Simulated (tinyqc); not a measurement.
Comparisons within one model: band offset from the macroscopic average of a supercell potential. A value that a table varies takes the place of the one given here.

A model of the planar-averaged electrostatic energy of an electron in a periodic cell of N1 periods of A (L1 = N1 n1 h) and N2 periods of B (L2 = N2 n2 h), on z_j = j h: V(z) = f VA + (1 - f) VB + F t(z), VA = V1[0] + V1[1] cos(2 pi z/(n1 h)) + V1[2] cos(4 pi z/(n1 h)), VB the same with V2, n2 and z - L1. f = [tanh(z/w) - tanh((z - L1)/w) + tanh((z - L1 - L2)/w)]/2 + 1/2; t(z) = z - L1/2 in A and (L1/L2)(L1 + L2/2 - z) beyond, so that the cell is periodic.

Running mean over n points, periodic: for odd n the plain mean of the n points centred on j; for even n the n + 1 points with half weight at both ends. The macroscopic average applies the mean over n1 points and then over n2 points.

dEv = Ev(A) - Ev(B) = Ev1 - (dV + Ev2); dEc = Ec(B) - Ec(A) = Eg2 - Eg1 - dEv. The correction of a gap, c = Eg[1] - Eg[0], lowers the valence top by fv c and leaves dV, a ground-state quantity, as it is. Type I: dEv and dEc of one sign; II: opposite signs; III: no overlap of the gaps.

Parameters, chosen for this exercise (gaps near those of Si and HfO2; the results hold for these values, not for the real material):
```
symbol  value                 unit         meaning
h       0.3                   angstrom     grid step
n1      6                                  grid points per period of A
n2      6                                  grid points per period of B
V1      (-4.41, 2.89, -0.58)  eV           mean and two harmonics of the potential in A
V2      (-9.38, 3.95, -0.23)  eV           the same in B
w       0.3                   angstrom     width of the interfaces
N1      5                                  periods of A
N2      4                                  periods of B
F       0                     eV/angstrom  slope in A from opposite charges on the two interfaces
Ev1     7.12                  eV           valence top of bulk A above its mean potential
Eg1     (0.58, 1.12)          eV           gap of A: semi-local value, corrected value
Ev2     9.52                  eV           valence top of bulk B above its mean potential
Eg2     (4.02, 5.69)          eV           gap of B: semi-local value, corrected value
```

## How thick the regions must be

N1 = N2 = N, no slope (F = 0); dV is read at j = floor(N n1/2) and N n1 + floor(N n2/2). The exact value is V2[0] - V1[0].

Results:
```
N  L1 (angstrom)  dV (eV)  error (meV)
1           1.80  -2.3865      2583.53
2           3.60  -4.8311       138.91
3           5.40  -4.9693         0.66
4           7.20  -4.9700         0.00
5           9.00  -4.9700         0.00
6          10.80  -4.9700         0.00
```

What does this show, and why?

The error is below 10 meV from N = 3 on. The two windows together span 3.60 angstrom and must fit between the interface tails, which fall as exp(-2 z/w); the errors at N = 2, 3 and 4 are 138.91, 0.66 and 0.00 meV.

## The choice of windows

dV read at j = 15 and 42 after means over the numbers of points listed; ripple is the spread over the five points around each.

Results:
```
windows  dV (eV)  ripple in A (meV)  ripple in B (meV)
none       2.220               5205               5580
6 only    -4.970                  0                  0
7 only    -5.897                495                896
7, 7      -4.823                106                114
6, 6      -4.970                  0                  0
```

Which rows can be used, and how does a wrong window show?

The last row matches both periods and lies 0 meV from the value of a thick cell, V2[0] - V1[0] = -4.970 eV. Against it the raw potential errs by +7.19 eV. Within 20 meV of it lie: 6 only. A window one point too long leaves a ripple of 495 meV in A, against 0 meV in the last row: the ripple is the sign to look for. Rows to use, with under 30 meV of ripple in both regions once the tilt is taken off: 6 only and 6, 6. A row with a large ripple can hit the right value only by chance.

## Where the gap correction goes

dV = B - A = -4.9700 eV

fv1 and fv2 are varied.

Offsets (eV):
```
fv1  fv2    dEv    dEc
0.0  0.0  2.570  2.000
0.5  0.5  3.135  1.435
1.0  1.0  3.700  0.870
0.0  1.0  4.240  0.330
1.0  0.0  2.030  2.540
0.3  0.7  3.577  0.993
```

What can be read from the table?

dEv + dEc = 4.570 eV in every row, but dEv alone spans 2.21 eV, the sum of the two corrections. A scissor on the conduction bands alone (first row) keeps the semi-local dEv; with equal shares fv the shift is fv times the difference of the corrections, +1.13 eV, against their sum of 2.21 eV: with like shares the error cancels only in part.

Run: tinyqc, `OMP_NUM_THREADS=1 python tinyqc.py 1850933 1850934 out.jsonl`; Intel(R) Xeon(R) Processor @ 2.30GHz, one thread, shared host; about 0.01 s of CPU time with all checks.
